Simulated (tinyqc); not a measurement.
Modulation-doped quantum well, Poisson-Schroedinger loop with local exchange and correlation: one step of the calculation.

A well of width L centred at z = 0 between barriers Vb; effective-mass electrons, parabolic bands. The electrons come from donor sheets outside the mesh, a share fL of Ns on the left and the rest on the right, so the structure is neutral. Energies are counted from the band edge of the well, with U = 0 on the first node in the Hartree part.

Problem. Fermi level and occupations. Level k holds N_k = D_k Vt ln(1 + exp((EF - E_k)/Vt)) with D = md m0 q/(pi hbar^2) per eV (spin included); EF is fixed by sum N_k = Ns.

Parameters, values chosen for the exercise; material values close to those of GaN in AlGaN:
```
symbol,value,unit,meaning
T,4.2,K,temperature
md,0.199,m0,in-plane mass
Ns,3e11,cm^-2,sheet density of electrons
```

Constants: q = 1.602176634e-19 C, kB = 1.380649e-23 J/K, hbar = 1.054571817e-34 J s, m0 = 9.1093837015e-31 kg, Vt = kB T/q. Results are converted to the units shown.

levels (eV): E1 0.002498179, E2 0.009845203, E3 0.021586094

Give: EF; N_k.

Solution.

EF = 0.0061070 eV
N_k (cm^-2): E1 3.0000e11, E2 9.8342e5, E3 8.0223e-9

Computed by the program tinyqc: `OMP_NUM_THREADS=1 python tinyqc.py 2140055 2140056 out.jsonl`, one thread of a shared Intel Xeon 2.30GHz, about 0.3 s for the whole run.
